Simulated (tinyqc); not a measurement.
Local against global planarity over time: chemical-mechanical planarisation: Preston law, pattern density and step-height reduction. Computed by tinyqc, a small Python program. Command: `OMP_NUM_THREADS=1 python tinyqc.py 3022366 3022367 out.jsonl cmp walk`. One thread of a shared host (Intel(R) Xeon(R) Processor @ 2.30GHz), about 0.02 s of CPU time with the checks.

A row of 10 cells, repeated periodically, holds raised features that cover a share rho of each cell.

Inputs (values chosen for the exercise, close to those used for copper polishing):
```
quantity                          value  unit
Preston coefficient K           1.5e-13  1/Pa
pressure P                           18   kPa
platen and carrier speed             93   rpm
distance between the centres         14    cm
initial step height h0              150    nm
contact height h_c                   19    nm
film above the raised areas z0      250    nm
cell size                           1.2    mm
planarisation length                1.4    mm
```

local pattern densities, cell by cell: 0.5  0.1  0.1  0.4  0.4  0.25  0.1  0.4  0.8  0.7

Method:
- With equal rotation speeds the relative speed is uniform, v = omega r_c; Preston rate R0 = K P v.
- The stiff pad averages the density: rho_eff(i) = sum_j w_ij rho_j / sum_j w_ij, w = exp(-2 d^2/L^2), L the planarisation length and d the distance between cell centres, summed over all periodic images of cell j.
- While h > h_c only raised areas polish, at R0/rho_eff, until t_c = rho_eff (h0 - h_c)/R0. After that h = h_c exp(-(t - t_c)/tau), tau = rho_eff h_c/R0; low areas polish at R0 (1 - h/h_c) and raised areas at R0 [1 + (1 - rho_eff) h/(rho_eff h_c)]. Removed from raised areas after t_c: h0 - h_c + R0 (t - t_c) + (1 - rho_eff)(h_c - h); from low areas: R0 (t - t_c) - rho_eff (h_c - h). Film left = z0 less the removal from raised areas.
- Times are multiples of h0/R0; the range is the largest minus the smallest removal from raised areas.

effective densities: 0.468416  0.164507  0.148428  0.352051  0.375308  0.250574  0.172546  0.415983  0.719606  0.682582

blanket rate R0 = 3.68132 nm/s

Steps and range (nm):
```
multiple   t (s)  largest step  smallest step  range across the row  mean removal from raised areas
0.10       4.075        129.16         48.941                 80.21                           53.25
0.20       8.149        108.31          0.450                115.66                           97.08
0.30      12.224         87.47          0.002                110.20                          124.89
0.45      18.336         56.20          0.000                101.43                          157.19
0.60      24.448         24.93          0.000                 92.67                          182.42
0.80      32.597          2.89          0.000                 86.49                          213.61
1.00      40.746          0.32          0.000                 85.77                          243.74
1.30      52.970          0.01          0.000                 85.68                          288.75
1.70      69.269          0.00          0.000                 85.68                          348.75
```

What follows from these numbers?

Local steps shrink to 0.01 nm or less, but the range across the row reaches up to 115.7 nm among these rows and ends at 85.7 nm, against the limit (largest - smallest rho_eff) h0 = 85.7 nm: once flat, all cells polish alike and the difference stays. Evener density (dummy fill), a longer planarisation length or a smaller initial step reduces it. Caution: in the last rows the removal passes z0 somewhere, so they describe a thicker film than the one given.

Extremes, crossings and ranges named in words are read from the listed rows.
